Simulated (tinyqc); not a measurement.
Boltzmann transport in a parabolic band with a power-law relaxation time: one step. Mobility, conductivity and figure of merit. Three cases, with inputs chosen for the exercise.

Question. mu = <tau>/(mc m0/e) with m0/e = 5.685630e-12 kg/C; sigma = e n mu, e = 1.602176634e-19 C; Hall mobility rH mu; power factor S^2 sigma; ZT = S^2 sigma T/(kL + L sigma T), all in SI units.

Give: mu; Hall mobility; sigma; power factor; electronic thermal conductivity; ZT.

Case 1.

Values chosen (masses near those of Ge; tau0 is set for a mobility of the usual size at this n, kL is a free input; freeze-out and phonon drag, which matter near 77 K, are left out; shifted at random, so the results belong to these values and not to a real crystal):
- tau0 = 16 fs (tau at E = kT)
- mc = 0.1194 m0 (conductivity mass)
- n = 3.7e+19 1/cm^3 (electron density)
- T = 300 K
- kL = 1.7 W/(m K) (lattice thermal conductivity)

<tau>/tau0 = 1.00000
rH = 1.00000
S = -129.688 microvolt/K
L = 2.07291 1e-8 W ohm/K^2

Answer.

mu = 236 cm^2/(V s)
Hall mobility = 236 cm^2/(V s)
sigma = 1.40e+03 S/cm
power factor = 2.35 mW/(m K^2)
electronic thermal conductivity = 0.869 W/(m K)
ZT = 0.27

A Hall measurement read with rH = 1 would give a density of 3.70e+19 1/cm^3. Electrons carry 34 % of the heat. kL is far below that of crystalline Ge, so ZT is too high for it.

Case 2.

Values chosen (masses near those of Si; tau0 is set for a mobility of the usual size at this n, kL is a free input; freeze-out and phonon drag, which matter near 77 K, are left out; shifted at random, so the results belong to these values and not to a real crystal):
- tau0 = 22 fs (tau at E = kT)
- mc = 0.2506 m0 (conductivity mass)
- n = 1.5e+20 1/cm^3 (electron density)
- T = 300 K
- kL = 19 W/(m K) (lattice thermal conductivity)

<tau>/tau0 = 0.48425
rH = 1.04496
S = -75.467 microvolt/K
L = 2.04820 1e-8 W ohm/K^2

Answer.

mu = 74.8 cm^2/(V s)
Hall mobility = 78.1 cm^2/(V s)
sigma = 1.80e+03 S/cm
power factor = 1.02 mW/(m K^2)
electronic thermal conductivity = 1.10 W/(m K)
ZT = 0.015

A Hall measurement read with rH = 1 would give a density of 1.44e+20 1/cm^3. Electrons carry 5.5 % of the heat. kL is far below that of crystalline Si, so ZT is too high for it.

Case 3.

Values chosen (masses near those of Ge; tau0 is set for a mobility of the usual size at this n, kL is a free input; freeze-out and phonon drag, which matter near 77 K, are left out; shifted at random, so the results belong to these values and not to a real crystal):
- tau0 = 180 fs (tau at E = kT)
- mc = 0.1208 m0 (conductivity mass)
- n = 5.3e+16 1/cm^3 (electron density)
- T = 300 K
- kL = 3.7 W/(m K) (lattice thermal conductivity)

<tau>/tau0 = 0.75170
rH = 1.17774
S = -628.529 microvolt/K
L = 1.48610 1e-8 W ohm/K^2

Answer.

mu = 1.97e+03 cm^2/(V s)
Hall mobility = 2.32e+03 cm^2/(V s)
sigma = 16.7 S/cm
power factor = 0.661 mW/(m K^2)
electronic thermal conductivity = 0.00746 W/(m K)
ZT = 0.053

A Hall measurement read with rH = 1 would give a density of 4.50e+16 1/cm^3. Electrons carry 0.2 % of the heat. kL is far below that of crystalline Ge, so ZT is too high for it.

Computed by tinyqc, one run a case: `OMP_NUM_THREADS=1 python tinyqc.py N N+1 out.jsonl` with N = 1652544, 1680214, 1680405; one thread of a shared Intel(R) Xeon(R) Processor @ 2.30GHz, about 0.01 s a run at most.
